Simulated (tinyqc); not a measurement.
Composition and strain of an epitaxial Si(1-x)Ge(x) layer from Raman and X-ray peaks: one step, computed by the program tinyqc. Command: `OMP_NUM_THREADS=1 python tinyqc.py 3007307 3007308 out.jsonl epiraman walk`. One thread of a shared host (Intel(R) Xeon(R) Processor @ 2.30GHz), about 0.01 s of CPU time with the checks.

A (001) layer, biaxially strained in the plane. The Raman peaks follow empirical lines omega = w0 + c1 x + c3 x^3 + b eps (c3 for Si-Ge alone), with eps the in-plane strain.

Question. Raman peaks. Insert x and eps in the three lines; the strain part is b eps.

Inputs (values chosen for the exercise, modelled on silicon-germanium):
```
quantity                     value  unit
Ge fraction x                 0.29     -
Si-Si: w0                    521.2  1/cm
Si-Si: c1                    -68.9  1/cm
Si-Si: strain coefficient b   -746  1/cm
Si-Ge: w0                      400  1/cm
Si-Ge: c1                     24.5  1/cm
Si-Ge: c3                      -31  1/cm
Si-Ge: strain coefficient b   -563  1/cm
Ge-Ge: w0                    280.4  1/cm
Ge-Ge: c1                     19.4  1/cm
Ge-Ge: strain coefficient b   -458  1/cm
```

Substrate: relaxed alloy buffer.

in-plane strain eps = -9.170867 per mille

Give: Si-Si peak; Si-Ge peak; Ge-Ge peak; strain parts.

Answer.

Si-Si peak = 508.06 1/cm

Si-Ge peak = 411.51 1/cm

Ge-Ge peak = 290.23 1/cm

strain parts (1/cm): Si-Si 6.8415, Si-Ge 5.1632, Ge-Ge 4.2003

Read as unstrained, the Si-Si peak would give x = 0.191 in place of 0.29.
